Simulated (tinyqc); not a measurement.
## Ideality, resistance and saturation current from three points

Problem. Well above I0 a diode obeys V = n Vt ln(I/I0) + Rs I. Find n, Rs and I0.

Values chosen for this exercise: temperature T = 300 K.

Constants: q = 1.602176634e-19 C, kB = 1.380649e-23 J/K, Vt = kB T/q. Results are converted to the units shown.

I (A): [0.00079, 0.009, 0.1]
V (V): [0.41937592, 0.51373477, 0.79773502]

Answer. The equation is linear in a = n Vt, Rs and c = -a ln I0; three points give a 3 x 3 system.

n = 1.20
Rs = 2.30 ohm
I0 = 1.13e-9 A

Computed by the program tinyqc: `OMP_NUM_THREADS=1 python tinyqc.py 2640087 2640088 out.jsonl`, one thread of a shared Intel Xeon 2.30GHz, about 0.01 s for the whole run.
